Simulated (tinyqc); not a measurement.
Screening length from the swing.

Inverse problem. In a simple model of a Schottky-barrier transistor a barrier thinner than d = 4.4 nm is transparent, so the effective barrier is pn - psi (1 - exp(-d/lam)) and the swing beyond flat band is Vt ln 10/(1 - exp(-d/lam)). Find the thermionic swing, lam, and the effective barrier at psi = 0.2 V.

Parameters, values chosen for the exercise:
```
symbol,value,unit,meaning
T,350,K,temperature
pn,0.7,eV,barrier for electrons at both contacts
```

Constants: q = 1.602176634e-19 C, kB = 1.380649e-23 J/K, Vt = kB T/q. Results are converted to the units shown.

swing in the tunnelling range = 81.475806 mV/decade

Solution. The ratio of the two swings is 1 - exp(-d/lam).

Vt ln 10 = 69.4 mV/decade
lam = 2.30 nm
effective barrier = 0.530 eV

Numbers from tinyqc (`OMP_NUM_THREADS=1 python tinyqc.py 2390012 2390013 out.jsonl`; about 0.05 s on one thread of a shared Intel Xeon 2.30GHz).
